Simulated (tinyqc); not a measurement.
What moves the results: model-solid line-up of a strained alloy layer on a substrate. A value that a table varies takes the place of the one given here.

All values of the alloy are linear in x but the gap, Eg(x) = (1 - x) Eg_A + x Eg_B - C x (1 - x), and the valence edge, Ev(x) = (1 - x) Ev_A + x Ev_B + fv C x (1 - x); Ec = Ev + Eg. Ev is the top of the unstrained valence band on a scale common to all materials. In the layer only the Gamma valley of the conduction band is followed, also where an X or L valley would lie lower.

Coherent growth on a (001) face: e_par = (a_s - a)/a, e_perp = -2 (C12/C11) e_par; exx = eyy = e_par, ezz = e_perp, no shear.

Strained edges: Ec + ac tr(e); the valence edges are Ev plus the levels of the 6 x 6 matrix of X, Y, Z times spin with -Dso/3 + l exx + m (eyy + ezz) on the diagonal (cyclic), n exy off it, l = av + 2 b, m = av - b, n = sqrt(3) d. Spin-orbit term (Dso/3) L.sigma on X, Y, Z with (L_k)_ij = -i epsilon_kij: <X+|H|Y+> = -i Dso/3, <X+|H|Z-> = Dso/3, <Y+|H|Z-> = -i Dso/3, <Z+|H|X-> = -Dso/3, <Z+|H|Y-> = i Dso/3, <X-|H|Y-> = i Dso/3, and their conjugates; + and - are the spin along z.

dEc = Ec(substrate) - Ec(layer), dEv = Ev(layer) - Ev(substrate); positive values confine the carrier in the layer. Type I: both of one sign; type II: opposite signs; type III: the gaps do not overlap.

Coherent growth: e_par = (a_s - a)/a. (001): e_perp = -2 (C12/C11) e_par; exx = eyy = e_par, ezz = e_perp, no shear. (111): e_perp = -(2 C11 + 4 C12 - 4 C44)/(C11 + 2 C12 + 4 C44) e_par; exx = eyy = ezz = (2 e_par + e_perp)/3 and exy = eyz = ezx = (e_perp - e_par)/3. (110): e_perp = -(C11 + 3 C12 - 2 C44)/(C11 + C12 + 2 C44) e_par; exx = eyy = (e_par + e_perp)/2, ezz = e_par, exy = (e_perp - e_par)/2, eyz = ezx = 0.

Inputs chosen for the exercise (A near GaAs, B near GaP, substrate near GaP; the results hold for these values, not for the real material): a = (5.654, 5.453) angstrom (lattice constant of A, B); Eg = (1.532, 2.872) eV (gap at Gamma to the s-like level of A, B); Dso = (0.339, 0.08) eV (spin-orbit splitting of A, B); Ev = (-0.79, -1.26) eV (top of the unstrained valence band of A, B); ac = (-7.1, -8.19) eV (conduction deformation potential of A, B); av = (1.15, 1.71) eV (valence hydrostatic potential of A, B); b = (-1.99, -1.59) eV (tetragonal shear potential of A, B); d = (-4.85, -4.59) eV (trigonal shear potential of A, B); C11 = (120.9, 140.2) GPa (of A, B); C12 = (56.9, 62.1) GPa (of A, B); C44 = (60.1, 71.3) GPa (of A, B); C = 0.227 eV (bowing of the gap); fv = 0.2 (share of the bowing taken by the valence edge); a_s = 5.453 angstrom (substrate); Eg_s = 2.325 eV (lowest gap of the substrate); Ev_s = -1.26 eV (substrate valence edge); face = 001 (growth face); x = 0.28 (fraction of B).

## Composition against offsets

Each composition is strained to the same substrate.

Results:
```
x,e_par (%),relaxed gap (eV),strained gap (eV),valence splitting (meV),dEc (eV),dEv (eV),type
0.17,-2.97,1.728,1.888,132,-0.031,0.467,II
0.28,-2.59,1.861,2.010,115,-0.090,0.405,II
0.40,-2.16,2.014,2.146,98,-0.158,0.337,II
0.51,-1.77,2.159,2.274,82,-0.223,0.274,II
0.63,-1.35,2.323,2.416,64,-0.298,0.207,II
0.74,-0.95,2.480,2.548,47,-0.369,0.145,II
0.86,-0.51,2.657,2.696,27,-0.449,0.078,II
0.97,-0.11,2.825,2.834,6,-0.526,0.017,II
```

What can be read from the table?

The layer stays under compression over this range. The strained gap runs from 1.888 to 2.834 eV, against 1.728 to 2.825 eV for the relaxed alloy: strain takes back part of the change that the composition makes. Strains above 2 % can be kept only in layers of a few nanometres. The line-up is type II throughout. Offsets below about 50 meV are within the spread of parameter sets, so those rows do not settle the type. Where the alloy is indirect its X or L edge, left out, lies lower and sets the real gap and dEc.

## The same layer on three faces

Composition and substrate are kept.

Results:
```
face,e_perp (%),tr(e) (%),shift of Ec (meV),shift of Ev (meV),valence splitting (meV),gap (eV)
(001),2.389,-2.782,206.0,57.1,115.4,2.0104
(111),1.215,-3.956,292.9,53.1,121.6,2.1012
(110),1.453,-3.717,275.3,58.9,130.1,2.0778
```

What does this show, and why?

The layer yields most along the normal on (001) and least on (111), so the volume change, and with it the shift of Ec, is largest on (111). The valence splitting, set by b on (001), by d on (111) and by both on (110), is largest on (110). The gaps span 91 meV, from (001) to (111).

## What each parameter does

Strained gap, valence splitting and offsets. Each row changes one parameter from the base and keeps the others.

Results:
```
case,gap (eV),splitting (meV),dEc (eV),dEv (eV)
base,2.0104,115.4,-0.0900,0.4046
x = 0.3,2.0328,112.5,-0.1011,0.3933
a_s = 5.433 angstrom,2.0309,122.4,-0.1184,0.4125
C = 0.327 eV,1.9902,115.4,-0.0739,0.4087
fv = 0.4,2.0104,115.4,-0.0991,0.4138
Ev_s = -1.21 eV,2.0104,115.4,-0.0400,0.3546
"Dso = (0.39, 0.092) eV",2.0104,123.7,-0.0900,0.4046
"av = (1.322, 1.966) eV",2.0158,115.4,-0.0900,0.3992
"C12 = (65.435, 71.415) GPa",1.9724,119.2,-0.0634,0.4160
```

What does this show?

The largest shifts from the base row, up to three for each result and ties (the steps differ in size, so this ranks the rows, not the parameters). gap (eV): C12 -0.0379, x +0.0225, a_s +0.0206; unchanged at the printed digits by fv, Ev_s and Dso. splitting (meV): Dso +8.2, a_s +6.9, C12 +3.8; unchanged at the printed digits by C, fv, Ev_s and av. dEc (eV): Ev_s +0.0500, a_s -0.0285, C12 +0.0265; unchanged at the printed digits by Dso and av. dEv (eV): Ev_s -0.0500, C12 +0.0114, x -0.0113; unchanged at the printed digits by Dso.

(tinyqc, `OMP_NUM_THREADS=1 python tinyqc.py 1081388 1081389 out.jsonl`, Intel(R) Xeon(R) Processor @ 2.30GHz, 1 thread, shared host, about 0.03 s.)
